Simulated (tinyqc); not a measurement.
Two-dimensional electron gas with Rashba and Dresselhaus coupling, step by step. Values are carried at full precision from step to step, so a last printed digit may differ when a step is redone from the rounded ones.

H = c k^2/m + al (ky sx - kx sy) + b1 (kx sx - ky sy) + gam kx ky (kx sy - ky sx), s the Pauli matrices, x = [100], c = hbar^2/2m0, b1 = gam (pi/L)^2 (hard walls). H = c k^2/m + B.s, so E = c k^2/m -/+ |B| and the lower state has its spin along -B.

Constants: hbar^2/2m0 = 3.80998211 eV angstrom^2; hbar = 6.58211957e-16 eV s.

Values chosen for the exercise (of the size met in GaAs; not measured data):
- m = 0.0635 m0 (mass)
- al = 0.013 eV angstrom (Rashba constant)
- gam = 13 eV angstrom^3 (bulk Dresselhaus constant)
- L = 167 angstrom (width of the (001) well)
- n = 14 1e11/cm^2 (sheet density (one subband filled))
- phi = 30 degrees (angle of k from [100])

## Scales

b1; mean Fermi wave vector k0 = sqrt(2 pi n) (1e11/cm^2 = 1e-5/angstrom^2); E0 = c k0^2/m; b3 = gam k0^2/4; kR = al m/(2c) and ER = al kR/2, the shift and depth of a pure Rashba band.

b1 = 0.004601 eV angstrom
k0 = 0.02966 1/angstrom
E0 = 52.779 meV
b3 = 0.002859 eV angstrom
kR = 0.0001083 1/angstrom
ER = 0.0007042 meV

The ratio al/(b1 - b3) is 7.46; kR is 0.4 % of k0.

## Spin-orbit field at one point of the Fermi circle

k = k0 (cos phi, sin phi). Form B, the splitting 2|B| and the direction of the lower spin, atan2(-By, -Bx).

Bx, By (meV): 0.2375  -0.2749

splitting = 0.7267 meV
direction of the lower spin = 130.8 degrees

## The matrix

H = [[E0, Bx - i By], [Bx + i By, E0]] in meV; diagonalise. Precession period h/(2|B|) = 2 pi hbar/(splitting).

H (meV):
```
                  up            down
up           52.7785  0.2375+0.2749i
down  0.2375-0.2749i         52.7785
```

levels (meV): 52.4152  53.1418

period = 5.69 ps

## The two wave vectors at the energy E0 along this direction

Solve c k^2/m -/+ |B(k)| = E0. The spin turns by (k_outer - k_inner) per length, so a half turn takes pi/(difference).

k (1/angstrom): outer 0.029761, inner 0.029557

difference = 0.0002042 1/angstrom
length of a half turn = 1539 nm

For linear terms alone the difference is (m/c)|B|/k, whatever the energy: every electron along this direction turns alike, the basis of the spin transistor. The cubic term makes it depend on density.

## Checks

- Difference of the Fermi wave vectors without Dresselhaus terms against al m/c: both 0.00021667.

(tinyqc, `OMP_NUM_THREADS=1 python tinyqc.py 1452826 1452827 out.jsonl`, Intel(R) Xeon(R) Processor @ 2.30GHz, 1 thread, shared host, about 0.01 s.)
